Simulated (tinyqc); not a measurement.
Channel length: inversion-layer mobility, back-scattering and ballistic limit of a field-effect transistor. Computed by tinyqc, a small Python program. Command: `OMP_NUM_THREADS=1 python tinyqc.py 3000060 3000061 out.jsonl mos walk`. One thread of a shared host (Intel(R) Xeon(R) Processor @ 2.30GHz), about 0.01 s of CPU time with the checks.

The charge at the top of the source barrier is fixed by the gate; series resistance and short-channel effects are left out. F_j are Fermi integrals normalised to exp(eta) in the classical limit.

Inputs (values chosen for the exercise, modelled on a silicon p-channel):
```
quantity                                       value        unit
transport mass m                                0.29         m_0
valley degeneracy g_v                              1           -
weight w of the inversion charge               0.333           -
permittivity eps                                11.7           -
phonon mobility at 1 MV/cm and 300 K, mu_ph      110  cm^2/(V s)
roughness mobility at 1 MV/cm, mu_sr             170  cm^2/(V s)
Coulomb mobility at N_inv = 1e12/cm^2, mu_C      200  cm^2/(V s)
electrical oxide thickness t_inv                 5.7          nm
depletion charge N_dep                       3.3e+11      1/cm^2
gate overdrive V_G - V_T                        0.27           V
drain voltage V_D                               0.05           V
exponent a of the critical length               0.81           -
temperature T                                    300           K
```

Statistics at the top of the barrier: Fermi-Dirac.

Constants: eps_0 = 8.8541878128e-12 F/m; e = 1.602176634e-19 C; m_0 = 9.1093837015e-31 kg; k_B = 1.380649e-23 J/K; hbar = 1.054571817e-34 J s; k_B = 8.617333262e-05 eV/K.

Method:
- N_inv = 3.9 eps_0 (V_G - V_T)/(e t_inv); effective field E_eff = e (N_dep + w N_inv)/(eps eps_0).
- mu_phonon = mu_ph (E_eff/1 MV/cm)^(-0.3) (T/300 K)^(-1.75); mu_rough = mu_sr (E_eff/1 MV/cm)^(-2); mu_Coulomb = mu_C (N_inv/1e12 cm^-2) (T/300 K); Matthiessen's rule adds 1/mu.
- F_j(eta) = (1/Gamma(j + 1)) int_0^infinity x^j/(1 + exp(x - eta)) dx, F_0 = ln(1 + exp(eta)). Integrals over x = E/(k_B T) use 160 Gauss-Legendre points in u = sqrt(x) from 0 to sqrt(max(eta, 0) + 32).
- Ballistic channel: N_2D = g_v m k_B T/(pi hbar^2), U = e V_D/(k_B T); eta_F solves N_inv = (N_2D/2)[F_0(eta_F) + F_0(eta_F - U)]; v_T = sqrt(2 k_B T/(pi m)); I/W = e (N_2D/2) v_T [F_1/2(eta_F) - F_1/2(eta_F - U)]; injection velocity v_T F_1/2(eta_F)/F_0(eta_F).
- Mean free path lambda = (2 k_B T/e)(mu/v_T) F_0(eta_0)/F_-1/2(eta_0), with eta_0 from N_inv = N_2D F_0(eta_0); critical length l = L (1 + U)^(-a), an empirical rule; back-scattering r = l/(l + lambda). Then eta solves N_inv = (N_2D/2)[(1 + r) F_0(eta) + (1 - r) F_0(eta - U)] and I/W = e (N_2D/2) v_T (1 - r)[F_1/2(eta) - F_1/2(eta - U)].
- The last column is the long-channel law e N_inv mu V/L with V = V_D - V_D^2/(2 V_ov) below pinch-off and V_ov/2 above, V_ov = V_G - V_T.

inversion density N_inv = 1.02092e+12 1/cm^2

effective mobility mu = 104.539 cm^2/(V s)

ballistic current I/W = 123.781 microampere/micrometre

Currents (microampere/micrometre):
```
L (nm)        r     I/W  ballistic ratio  long-channel law
5       0.26569  76.587          0.61873            155.16
10      0.41984  55.362          0.44726             77.58
20      0.59139  35.589          0.28752             38.79
40      0.74324  20.749          0.16762             19.40
80      0.85271  11.311          0.09138              9.70
160     0.92050   5.922          0.04784              4.85
400     0.96661   2.438          0.01969              1.94
1000    0.98637   0.987          0.00797              0.78
```

The current scales as L^-0.99 at the long end and as L^-0.47 at the short end, where it reaches 62 % of the ballistic 124. The long-channel law passes the ballistic limit between 5.00 and 10.0 nm and has no meaning below. At 1000 nm the model gives 1.27 times the long-channel law; the rule for l is a fit for short devices and fails wherever the model exceeds that law. Raising mu by 10 % at 20 nm raises I by 6.9 %.

Extremes, crossings and ranges named in words are read from the listed rows.
